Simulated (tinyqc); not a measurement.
Inside a calculation. Method: LDA (VWN5) atom on a uniform radial grid, spin-unpolarised, for He. Computed by tinyqc, a small Python program that keeps every step. Settings: Z = 2, points = 192, R = 7.8, functional = lda,vwn, mixing = 0.6, iteration cap = 86. Command: `OMP_NUM_THREADS=1 python tinyqc.py 21015 21016 out.jsonl` (the two numbers bound the seeds that draw the settings). One thread of a shared host (Intel(R) Xeon(R) Processor @ 2.60GHz), about 0.1 s of CPU time with the checks. Later iterations appear only in the table of the cycle.

## Iteration 1

Spherical atom on a uniform radial grid r_j = j h with h = R/(N + 1), h sum u^2 = 1 and integrals as h times sums, u(0) = u(R) = 0 (atomic units):
```
parameter           value
Z                       2
points N              192
R                7.800000
h                0.040415
mixing           0.600000
electrons in 1s         2
```

Three-point differences turn -u''/2 + [l(l+1)/2r^2 - Z/r + V] u = e u into a tridiagonal matrix (diagonal 1/h^2 + potential, off-diagonal -1/2h^2). D = sum f u^2; the Hartree potential y/r solves y'' = -D/r with y(0) = 0, y(R) = N_e; v_xc comes from rho = D/(4 pi r^2); E = sum f e - int D V + int D (V_H/2 + eps_xc); V(new) = V + mixing (V_H + v_xc - V).

eigenvalues (hartree): 1s -1.99674

Every 12th grid point:
```
r           V in     u(1s)         D      V_H       v_xc
0.48497  0.00000   1.03944   2.16088  2.95578   -0.96436
0.96995  0.00000   0.78894   1.24486  1.93650   -0.52623
1.45492  0.00000   0.44911   0.40340  1.35863   -0.29049
1.93990  0.00000   0.22725   0.10328  1.02882   -0.16194
2.42487  0.00000   0.10780   0.02324  0.82449   -0.09078
2.90984  0.00000   0.04909   0.00482  0.68728   -0.05087
3.39482  0.00000   0.02174   0.00094  0.58913   -0.02834
3.87979  0.00000   0.00943   0.00018  0.51549   -0.01564
4.36477  0.00000   0.00402  3.24e-05  0.45821   -0.00855
4.84974  0.00000   0.00170  5.76e-06  0.41239   -0.00462
5.33472  0.00000   0.00071  1.00e-06  0.37490   -0.00248
5.81969  0.00000   0.00029  1.72e-07  0.34366   -0.00132
6.30466  0.00000   0.00012  2.89e-08  0.31723   -0.00070
6.78964  0.00000  4.81e-05  4.63e-09  0.29457   -0.00037
7.27461  0.00000  1.72e-05  5.92e-10  0.27493   -0.00018
7.75959  0.00000  1.13e-06         0  0.25775  -2.80e-05
```

total energy = -2.6883683 hartree

## Iteration 2

As before.

eigenvalues (hartree): 1s -0.99729

Every 12th grid point:
```
r           V in     u(1s)         D      V_H      v_xc
0.48497  1.19485   0.94503   1.78618  2.69219  -0.90816
0.96995  0.84616   0.80650   1.30088  1.85305  -0.53345
1.45492  0.64088   0.53919   0.58144  1.33637  -0.32468
1.93990  0.52013   0.32811   0.21531  1.02333  -0.20191
2.42487  0.44023   0.19003   0.07222  0.82318  -0.12732
2.90984  0.38185   0.10683   0.02282  0.68697  -0.08098
3.39482  0.33647   0.05890   0.00694  0.58906  -0.05173
3.87979  0.29991   0.03204   0.00205  0.51547  -0.03307
4.36477  0.26980   0.01725   0.00060  0.45821  -0.02111
4.84974  0.24466   0.00922   0.00017  0.41239  -0.01344
5.33472  0.22345   0.00490  4.80e-05  0.37490  -0.00852
5.81969  0.20540   0.00258  1.33e-05  0.34366  -0.00538
6.30466  0.18991   0.00134  3.60e-06  0.31723  -0.00336
6.78964  0.17652   0.00067  8.97e-07  0.29457  -0.00205
7.27461  0.16485   0.00028  1.61e-07  0.27493  -0.00112
7.75959  0.15463  2.01e-05  8.12e-10  0.25775  -0.00019
```

total energy = -2.8171899 hartree

## Iteration 3

As before.

eigenvalues (hartree): 1s -0.70137

Every 12th grid point:
```
r           V in    u(1s)         D      V_H      v_xc
0.48497  1.54836  0.91298   1.66705  2.60049  -0.88864
0.96995  1.13022  0.80157   1.28503  1.81701  -0.53143
1.45492  0.86337  0.56123   0.62997  1.32410  -0.33271
1.93990  0.70090  0.36186   0.26188  1.01943  -0.21417
2.42487  0.59360  0.22370   0.10008  0.82199  -0.14036
2.90984  0.51633  0.13491   0.03640  0.68662  -0.09308
3.39482  0.45699  0.08009   0.01283  0.58895  -0.06218
3.87979  0.40941  0.04705   0.00443  0.51544  -0.04171
4.36477  0.37018  0.02744   0.00151  0.45820  -0.02803
4.84974  0.33724  0.01591   0.00051  0.41239  -0.01883
5.33472  0.30921  0.00918   0.00017  0.37490  -0.01263
5.81969  0.28513  0.00525   0.00006  0.34366  -0.00843
6.30466  0.26428  0.00296  1.75e-05  0.31723  -0.00557
6.78964  0.24612  0.00158  5.00e-06  0.29457  -0.00356
7.27461  0.23023  0.00070  9.93e-07  0.27493  -0.00202
7.75959  0.21639  0.00005  5.22e-09  0.25775  -0.00035
```

total energy = -2.8285827 hartree

## Convergence

Stop when input and output potentials agree to 1e-7.

Course of the cycle (hartree):
```
iteration           E     e(1s)  largest |V(out) - V(in)|
1          -2.6883683  -1.99674                  2.35e+00
2          -2.8171899  -0.99729                  6.13e-01
3          -2.8285827  -0.70137                  1.66e-01
4          -2.8292016  -0.61355                  5.47e-02
5          -2.8292460  -0.58508                  2.01e-02
6          -2.8292517  -0.57496                  7.65e-03
7          -2.8292526  -0.57118                  2.96e-03
8          -2.8292527  -0.56972                  1.15e-03
9          -2.8292528  -0.56916                  4.50e-04
10         -2.8292528  -0.56895                  1.76e-04
11         -2.8292528  -0.56886                  6.86e-05
12         -2.8292528  -0.56883                  2.67e-05
13         -2.8292528  -0.56882                  1.04e-05
14         -2.8292528  -0.56881                  4.06e-06
15         -2.8292528  -0.56881                  1.58e-06
16         -2.8292528  -0.56881                  6.17e-07
17         -2.8292528  -0.56881                  2.40e-07
18         -2.8292528  -0.56881                  9.33e-08
```

Converged in 18 iterations. A uniform grid resolves the cusp poorly: for a bare nucleus this grid gives 1s at -1.99674 against -Z^2/2 = -2 hartree. Before convergence this energy mixes input and output and is not variational, so it may rise towards its limit.
